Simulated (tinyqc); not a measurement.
Worked calculation: shallow acceptor in the spherical four-band model. Values are carried at full precision from step to step, so a last printed digit may differ when a step is redone from the rounded ones.

Units Ry* = Ry/(g1 eps^2) and a* = a0 eps g1; mu = (6 g3 + 4 g2)/(5 g1) is the spherical heavy-light coupling and delta = (g3 - g2)/g1 the cubic term, which is left out.

Constants: Ry = 13.60569312 eV; a0 (Bohr radius) = 0.5291772105 angstrom.

Inputs chosen for the exercise (near those of a shallow acceptor in GaP, where the small spin-orbit splitting and strong warping make this model rough; not measured data):
- g1 = 4.05 (Luttinger gamma1)
- g2 = 0.49 (gamma2)
- g3 = 1.25 (gamma3)
- eps = 11.2 (dielectric constant)
- al = (0.428, 2.57) 1/a*^2 (exponents a_i, the same for f and g)
- Dso = 0.08 eV (spin-orbit splitting)

## Units and couplings

Give Ry*, a*, mu, delta and the spherical masses 1/(g1 (1 -/+ mu)).

Ry* = 26.781 meV
a* = 24.00 angstrom
mu = 0.4672
delta = 0.1877

heavy and light mass (m0): [0.4634, 0.1683]

A hydrogen model with the heavy mass would bind by Ry*/(1 - mu) = 50.3 meV and with the light mass by 18.3 meV. delta/mu = 0.40: the cubic term is not small, so the spherical result is a first estimate.

## Matrices in a small basis

The ground state 1S3/2 has an L = 0 part f(r) and an L = 2 part g(r). In units of Ry* and a*, with Gaussians f_i = exp(-a_i r^2), g_i = r^2 exp(-a_i r^2), A = a_i + a_j and I(n) = Gamma((n + 1)/2)/(2 A^((n + 1)/2)): S_ff = I(2), S_gg = I(6), H_ff = (6 a_i a_j/A) I(2) - 2 I(1), H_gg = (14 a_i a_j/A) I(6) - 2 I(5), H_fg = -mu [15 I(2) - 20 a_j I(4) + 4 a_j^2 I(6)]; each function is then normalised. The split-off band is left out.

Form S and H.

S, rows f1, f2, g1, g2 and columns alike:
```
[[1.0000, 0.5852, 0, 0],
 [0.5852, 1.0000, 0, 0],
 [0, 0, 1.0000, 0.2865],
 [0, 0, 0.2865, 1.0000]]
```

H (Ry*), rows f1, f2, g1, g2 and columns alike:
```
[[-0.8040, -0.9985, -0.7744, -0.2218],
 [-0.9985, 2.5936, -1.3321, -4.6499],
 [-0.7744, -1.3321, 1.8824, 0.8745],
 [-0.2218, -4.6499, 0.8745, 15.2612]]
```

## Ground state in the small basis

Solve H u = E S u for the lowest level of the acceptor; the first half of the basis is L = 0 and the second L = 2. Give E, E without the f-g block, and the L = 2 weight u_g S_gg u_g with u S u = 1.

E = -1.182 Ry*
E without coupling = -0.873 Ry*
L = 2 weight = 0.091

Without the coupling the exact value is -1, which this basis, tuned to the compact coupled state, misses by 0.127. The coupling to L = 2 takes the level to 1.18 times that exact value.

## Converged result

Converged values use 22 exponents 2.2^i, i = -7 to 14, for f and for g.
Ground and next level of the same symmetry, L = 2 weight and mean radius.

1S3/2 and 2S3/2 (Ry*): [-1.250, -0.341]

binding energies (meV): [33.5, 9.1]

L = 2 weight = 0.095
<r> = 29.8 angstrom

The small basis reaches 95 % of the binding. The ratio 1S/2S is 3.67 (4 for hydrogen). The binding is 0.42 of Dso, so the split-off band, left out here, would deepen it noticeably.

## Checks

- Level at mu = 0 against -1 Ry*: both -1.0000.
- Ground level from a second, denser basis, Ry*: both -1.250.

Run: tinyqc, `OMP_NUM_THREADS=1 python tinyqc.py 1280199 1280200 out.jsonl`; Intel(R) Xeon(R) Processor @ 2.30GHz, one thread, shared host; about 0.03 s of CPU time with all checks.
